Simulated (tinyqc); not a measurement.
Electron mobility of a polar semiconductor by Rode's iterative solution of the Boltzmann equation: one step, computed by the program tinyqc.

The distribution is f(E) + e F l(E) (-df/dE) cos(theta) for a weak field F, theta counted from the force; l(E) is a mean free path. Elastic processes enter by their momentum rate, polar optical phonons by out- and in-scattering terms. One valley only: where upper valleys lie close, measured mobilities are lower. The density n is prescribed, even where a narrow-gap material would have more intrinsic carriers.

Task: The first two iterations on one ladder of the grid. Iteration: l_new(E) = [v(E) + c+ l(E + hbar w) + c- l(E - hbar w)]/(nu + S_o), from l = 0.

Inputs (values chosen for the exercise, modelled on InSb): temperature T = 400 K.

Band: Kane. Elastic processes: acoustic, piezoelectric, impurity.

Points j = s/2, s/2 + s, ... (the first seven rungs, or as many as the grid holds), rates in 1e12/s:

| E (meV) | v (m/s) | nu | S_o | c+ | c- |
|---|---|---|---|---|---|
| 13.6125 | 526614.9 | 59.58723 | 1.521302 | 0.5860181 | 0.000000 |
| 37.8125 | 748021.8 | 27.80034 | 1.948156 | 0.7014102 | 0.229174 |
| 62.0125 | 844366.3 | 17.84771 | 2.151408 | 0.7089889 | 0.476656 |
| 86.2125 | 897501.2 | 13.01880 | 2.329485 | 0.7060110 | 0.674284 |
| 110.4125 | 930377.5 | 10.19589 | 2.506300 | 0.7107513 | 0.843683 |
| 134.6125 | 952268.0 | 8.37225 | 2.664079 | 0.7235531 | 0.982789 |
| 158.8125 | 967625.9 | 7.12236 | 2.796864 | 0.7412039 | 1.094190 |

Give: l after iteration 1; l after iteration 2 (all rungs but the last shown).

Result:

l after iteration 1 (nm): 8.62  25.14  42.22  58.48  73.25  86.28  97.55

l after iteration 2 (all rungs but the last shown) (nm): 8.86  26.21  44.89  63.70  81.96  99.20

In-scattering lengthens l on the lowest rung by 2.8 % and on the second by 4.2 % in this step. Caution: the gas is degenerate, and screening of the polar coupling, left out here, would raise the mobility.
